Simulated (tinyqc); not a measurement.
Coherent transport through a tight-binding region between two chains, step by step. One step of it, computed by the program tinyqc.

Question. Transmission at E = 0.75 eV. Surface Green function g = (E - i sqrt(4 t^2 - E^2)) / (2 t^2); self-energy tc^2 g on each contact site; G = (E - H - Sigma)^(-1); Gamma = -2 Im Sigma; T = Gamma_L Gamma_R |G_LR|^2; local density of states -Im G_ii / pi.

H of the central region (eV):
```
           1          2          3          4
1  -0.850000  -0.500000   0.000000   0.000000
2  -0.500000  -0.670000  -0.500000   0.000000
3   0.000000  -0.500000   0.790000  -1.980000
4   0.000000   0.000000  -1.980000  -0.410000
```

Leads: semi-infinite chains with site energy 0:
```
parameter                           value
lead hopping t (eV)              1.230000
coupling to the left lead (eV)   0.270000
coupling to the right lead (eV)  1.210000
left contact site                       1
right contact site                      4
```

E = 0.750000 eV

Give: g; G; local density of states; transmission.

Answer.

g = 0.2479-0.7743i 1/eV

G (1/eV):
```
                 1                2                3                4
1   0.7065-0.0323i  -0.2390+0.0225i  -0.0277-0.0317i   0.0598-0.0063i
2  -0.2390+0.0225i   0.7588-0.0443i   0.0841+0.1034i  -0.1899+0.0133i
3  -0.0277-0.0317i   0.0841+0.1034i  -0.2110-0.2619i   0.4796-0.0314i
4   0.0598-0.0063i  -0.1899+0.0133i   0.4796-0.0314i   0.0576-0.0040i
```

local density of states (1/eV): 0.0103  0.0141  0.0834  0.0013

transmission = 0.0009
